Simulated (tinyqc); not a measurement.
Raman shift of the zone-centre optical phonon of a diamond-structure crystal under stress. Inputs raised by 10 %, one at a time. Computed by tinyqc, a small Python program. Command: `OMP_NUM_THREADS=1 python tinyqc.py 3023458 3023459 out.jsonl ramanstress sens`. One thread of a shared host (Intel(R) Xeon(R) Processor @ 2.30GHz), about 0.02 s of CPU time with the checks.

Axes x, y, z are the cube axes. Strain shifts the threefold optical mode and can split it; p, q and r are the phonon deformation potentials.

Inputs (values chosen for the exercise, modelled on germanium):

| quantity | value | unit |
|---|---|---|
| unstrained frequency omega_0 | 300.6 | 1/cm |
| p/omega_0^2 | -1.48 | - |
| q/omega_0^2 | -1.93 | - |
| r/omega_0^2 | -1.06 | - |
| C11 | 129.4 | GPa |
| C12 | 48.38 | GPa |
| C44 | 66.55 | GPa |
| stress sigma (tension positive) | -2 | GPa |
| polarisation angle phi | 60 | degree |
| temperature coefficient d omega/dT | -0.017 | 1/(cm K) |
| local temperature T | 360 | K |
| laser wavelength | 632.8 | nm |

Stress state: uniaxial. Axis: [110].

Constants: h = 6.62607015e-34 J s; c = 299792458 m/s; k_B = 1.380649e-23 J/K.

Method:
- S11 = (C11 + C12)/D, S12 = -C12/D, D = (C11 - C12)(C11 + 2 C12), S44 = 1/C44.
- Uniaxial stress along the unit vector n of the axis: sigma_ij = sigma n_i n_j.
- eps_xx = S11 sigma_xx + S12 (sigma_yy + sigma_zz), and cyclic; eps_xy = S44 sigma_xy/2 (tensor strain).
- Secular matrix: M_xx = p eps_xx + q (eps_yy + eps_zz), M_xy = 2 r eps_xy; its eigenvalues are omega^2 - omega_0^2, and the shifts are these over 2 omega_0.
- Backscattering from a (001) surface: incident polarisation (cos phi, sin phi, 0). With Raman tensors (R_z)_xy = (R_z)_yx = 1 and cyclic, only the z component u_z of a mode counts: I = u_z^2 sin^2(2 phi) for parallel and u_z^2 cos^2(2 phi) for crossed polarisers. An unresolved line sits at the intensity-weighted shift, which is M_zz/(2 omega_0).
- A temperature above 300 K shifts the line by (d omega/dT)(T - 300 K); divided by the shift per stress it poses as a stress; the total shift adds it to the shift of the observed line. The anti-Stokes to Stokes ratio is [(omega_L + omega_0)/(omega_L - omega_0)]^3 exp(-h c omega_0/(k_B T)) in photon counts, omega_L = 1/wavelength, resonance effects left out.

Runs:

| input moved | from | to | shift of the observed line (1/cm) | shift per stress (1/(cm GPa)) | volume strain (per mille) | total shift (1/cm) |
|---|---|---|---|---|---|---|
| base run | - | - | 2.9224 | -1.4612 | -8.8433 | 1.9024 |
| unstrained frequency omega_0 (1/cm) | 300.6 | 330.66 | 3.2147 | -1.6073 | -8.8433 | 2.1947 |
| p/omega_0^2 | -1.48 | -1.628 | 2.8049 | -1.4025 | -8.8433 | 1.7849 |
| q/omega_0^2 | -1.93 | -2.123 | 3.3321 | -1.6661 | -8.8433 | 2.3121 |
| C11 (GPa) | 129.4 | 142.34 | 2.7177 | -1.3589 | -8.3647 | 1.6977 |
| C44 (GPa) | 66.55 | 73.205 | 2.9224 | -1.4612 | -8.8433 | 1.9024 |
| stress sigma (tension positive) (GPa) | -2 | -2.2 | 3.2147 | -1.4612 | -9.7276 | 2.1947 |
| local temperature T (K) | 360 | 396 | 2.9224 | -1.4612 | -8.8433 | 1.2904 |

Exponents ln(y'/y) / ln(x'/x):

| input | shift of the observed line | shift per stress | volume strain | total shift |
|---|---|---|---|---|
| unstrained frequency omega_0 | 1.000 | 1.000 | 0.000 | 1.499 |
| p/omega_0^2 | -0.430 | -0.430 | 0.000 | -0.669 |
| q/omega_0^2 | 1.377 | 1.377 | 0.000 | 2.046 |
| C11 | -0.762 | -0.762 | -0.584 | -1.194 |
| C44 | 0.000 | 0.000 | 0.000 | 0.000 |
| stress sigma (tension positive) | 1.000 | 0.000 | 1.000 | 1.499 |
| local temperature T | 0.000 | 0.000 | 0.000 | -4.073 |

Which inputs matter most for each result?

Among the inputs moved here: shift of the observed line answers most in size to q/omega_0^2 (exponent +1.377), next to unstrained frequency omega_0 (+1.000); its exponent is below 0.0005 for C44, local temperature T. Its exponent +1.000 in unstrained frequency omega_0: p, q and r scale with omega_0^2. Its exponent 0.000 in C44: M_zz holds no shear strain. Shift per stress answers most in size to q/omega_0^2 (exponent +1.377), next to unstrained frequency omega_0 (+1.000); its exponent is below 0.0005 for C44, stress sigma (tension positive), local temperature T. volume strain answers most in size to stress sigma (tension positive) (exponent +1.000), next to C11 (-0.584); its exponent is below 0.0005 for unstrained frequency omega_0, p/omega_0^2, q/omega_0^2, C44, local temperature T. total shift answers most in size to local temperature T (exponent -4.073), next to q/omega_0^2 (+2.046); its exponent is below 0.0005 for C44.

Caution (all rows): strains above about 1 % call for terms beyond linear order.
